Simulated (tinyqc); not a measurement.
Tunnelling through a gate dielectric, WKB transmission and Tsu-Esaki current: dielectrics compared at equal EOT.

Electrons leave the emitter at x = 0. Energies E (motion across the layers) are in eV from the emitter Fermi level; the collector Fermi level lies at -V and offers states at every E. No charge in the dielectric and no image force: F1 = V/t1, U = phi1 - F1 x. With C = hbar^2/(2 m0), kappa = sqrt(m (U - E)/C) where U > E and 0 elsewhere; T(E) = exp(-S), S = 2 times the integral of kappa over x.

A single layer of thickness t1 = EOT eps_r/3.9 for each dielectric, at V = 0.5 V. Each layer adds (2/F) sqrt(m/C) [G(u at its left edge) - G(u at its right edge)] to S, with u = U - E (0 where negative) and G(u) = (2/3) u^1.5. J = J0 times the integral of T(E) N(E) dE, N = ln[(1 + exp(-E/Vt))/(1 + exp((-E - V)/Vt))], J0 = q^2 me m0 kB T/(2 pi^2 hbar^3) (times 1e-4 for A/cm^2 per eV), from E = -Ef to far above the barrier (T = 1 there), by quadrature converged to the digits shown.

Values chosen for this exercise:
```
symbol  value  unit                                            meaning
T         400     K                                        temperature
Ef       0.35    eV  Fermi energy of the emitter above its band bottom
me          1    m0                emitter mass in the supply function
EOT       1.7    nm                         equivalent oxide thickness
```

Constants: q = 1.602176634e-19 C, kB = 1.380649e-23 J/K, hbar = 1.054571817e-34 J s, m0 = 9.1093837015e-31 kg, Vt = kB T/q, hbar^2/(2 m0) = 0.0380998212 eV nm^2. Results are converted to the units shown.

Dielectrics (values chosen for the exercise, close to those of the materials named):
```
	eps_r	phi1 (eV)	m1 (m0)
silicon dioxide	3.98	3.11	0.51
silicon nitride	7.77	2.08	0.51
aluminium oxide	9.36	2.57	0.39
hafnium oxide	22	1.54	0.2
zirconium oxide	24.8	1.42	0.26
```

Leakage at equal EOT:
```
	t1 (nm)	S at E = 0	J (A/cm^2)	eps_r sqrt(m1 phi1)
silicon dioxide	1.735	21.46	0.2260	5.012
silicon nitride	3.387	33.50	5.710e-7	8.003
aluminium oxide	4.080	39.75	1.189e-9	9.371
hafnium oxide	9.590	49.83	1.350e-11	12.21
zirconium oxide	10.81	60.97	2.268e-10	15.07
```

What do the numbers show?

From the lowest current to the highest: hafnium oxide, zirconium oxide, aluminium oxide, silicon nitride, silicon dioxide; the span is 10.2 decades. The figure eps_r sqrt(m1 phi1), to which S is proportional at low voltage, gives another order at this voltage.

Computed by the program tinyqc: `OMP_NUM_THREADS=1 python tinyqc.py 2540024 2540025 out.jsonl`, one thread of a shared Intel Xeon 2.30GHz, about 0.01 s for the whole run.
